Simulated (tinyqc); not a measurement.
p-n diode, drift-diffusion by the Gummel loop with Scharfetter-Gummel fluxes: one step of the calculation.

Abrupt junction at x = 0, p side from -Lp, n side to Ln, ohmic contacts. psi is counted from the intrinsic level; n = ni exp((psi - phin)/Vt), p = ni exp((phip - psi)/Vt). Contacts: p side psi = V - Vt ln(Na/ni), p = Na, n = ni^2/Na; n side psi = Vt ln(Nd/ni), n = Nd, p = ni^2/Nd. Constant mobilities, D = mu Vt, Boltzmann statistics, SRH recombination through a mid-gap level, U = (n p - ni^2)/(tp (n + ni) + tn (p + ni)). Current is positive from the p contact to the n contact.

Question. Hole continuity. With psi and the new n held, F_i = (mup Vt/h_i) [p_(i+1) B(-d_i) - p_i B(d_i)], d_i = (psi_(i+1) - psi_i)/Vt, B(d) = d/(exp(d) - 1); solve F_i - F_(i-1) = w_i [(n_i p_i - ni^2)/den_i - G] for the new p, with den = tp (n + ni) + tn (p + ni) taken at the new n and the old p, h_i = x_(i+1) - x_i, w_i = (h_(i-1) + h_i)/2; phip = psi + Vt ln(p/ni).

Parameters, values chosen for the exercise; band and dielectric values those of a made-up semiconductor: temperature T = 300 K; acceptor density of the p side Na = 1.2e16 cm^-3; donor density of the n side Nd = 2.6e16 cm^-3; hole mobility mup = 430 cm^2/(V s); SRH lifetime of electrons tn = 2e-8 s; SRH lifetime of holes tp = 3e-8 s; uniform generation rate G = 0 cm^-3 s^-1.

Constants: q = 1.602176634e-19 C, kB = 1.380649e-23 J/K, Vt = kB T/q. Results are converted to the units shown.

| node | x (nm) | psi (V) | new n (cm^-3) | p after Poisson (cm^-3) |
|---|---|---|---|---|
| 0 | -4600 | 0.08705991 | 8.1058348e6 | 1.2e16 |
| 1 | -2580 | 0.08704045 | 3.9049168e12 | 1.2009036e16 |
| 2 | -1430 | 0.08704044 | 6.2434251e12 | 1.2009039e16 |
| 3 | -761 | 0.08704160 | 7.6652947e12 | 1.2008499e16 |
| 4 | -380 | 0.08717131 | 8.5402167e12 | 1.1948398e16 |
| 5 | -161 | 0.09199254 | 1.0828204e13 | 9.9155449e15 |
| 6 | -36 | 0.14837644 | 9.6905875e13 | 1.1197184e15 |
| 7 | 36 | 0.27353231 | 1.2275370e16 | 8.8426569e12 |
| 8 | 158 | 0.29216269 | 2.5235890e16 | 4.3013636e12 |
| 9 | 364 | 0.29292173 | 2.5988334e16 | 4.1769066e12 |
| 10 | 712 | 0.29293269 | 2.6000197e16 | 4.1751365e12 |
| 11 | 1300 | 0.29293274 | 2.6001688e16 | 4.1751282e12 |
| 12 | 2300 | 0.29292860 | 2.6e16 | 3.7411545e6 |

ni = 3.1188142e11 cm^-3

Give: new p; phip after round 1.

Answer.

| node | new p (cm^-3) | phip after round 1 (V) |
|---|---|---|
| 0 | 1.2000e16 | 0.36000 |
| 1 | 1.2002e16 | 0.35999 |
| 2 | 1.1999e16 | 0.35998 |
| 3 | 1.1997e16 | 0.35997 |
| 4 | 1.1936e16 | 0.35997 |
| 5 | 9.9044e15 | 0.35997 |
| 6 | 1.1183e15 | 0.35997 |
| 7 | 8.8024e12 | 0.35988 |
| 8 | 4.1110e12 | 0.35883 |
| 9 | 3.5975e12 | 0.35614 |
| 10 | 2.9301e12 | 0.35085 |
| 11 | 1.8290e12 | 0.33866 |
| 12 | 3.7412e6 | 0.00000 |

Program tinyqc, `OMP_NUM_THREADS=1 python tinyqc.py 2240103 2240104 out.jsonl`; Intel Xeon 2.30GHz, shared host, one thread, about 0.1 s.
